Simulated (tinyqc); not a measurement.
Two-step dopant diffusion (predeposition and drive-in) with a constant diffusivity: one step, computed by the program tinyqc. Command: `OMP_NUM_THREADS=1 python tinyqc.py 3021272 3021273 out.jsonl dopdiff walk`. One thread of a shared host (Intel(R) Xeon(R) Processor @ 2.30GHz), about 0.07 s of CPU time with the checks.

Fick diffusion into a half space x > 0 whose background doping C_B is of the opposite type, so that a junction lies where C = C_B.

Task: Sheet resistance. Net dose Q_net = Q erf(x_j/(2 sqrt((Dt)2))) - C_B x_j; R_s = 1/(e mu Q_net), with every dopant ionised and one mobility.

Inputs (values chosen for the exercise, modelled on boron in silicon):

| quantity | value | unit |
|---|---|---|
| surface concentration C_s | 4.3e+19 | 1/cm^3 |
| background doping C_B | 9.2e+15 | 1/cm^3 |
| predeposition temperature T1 | 1050 | C |
| drive-in temperature T2 | 1050 | C |
| mean mobility in the layer mu | 140 | cm^2/(V s) |
| stand-by temperature | 750 | C |

dose Q = 4.995754e+14 1/cm^2

junction depth x_j = 1.368141 um

drive-in budget (Dt)2 = 6.606383e-10 cm^2

Constants: e = 1.602176634e-19 C.

Give: net dose; sheet resistance R_s (Gaussian).

Result:

net dose = 4.982e+14 1/cm^2

sheet resistance R_s (Gaussian) = 89.48 ohm/square

Caution: the drive-in budget is under fifteen times D1 t1, so the source is not thin and the Gaussian junction is too shallow. Caution: the surface value exceeds the intrinsic carrier density during the drive-in as well. Caution: C_s exceeds the intrinsic carrier density of silicon at the predeposition temperature (2e18 to 1e19 per cm^3), where real diffusivities rise with concentration and profiles turn box-like.
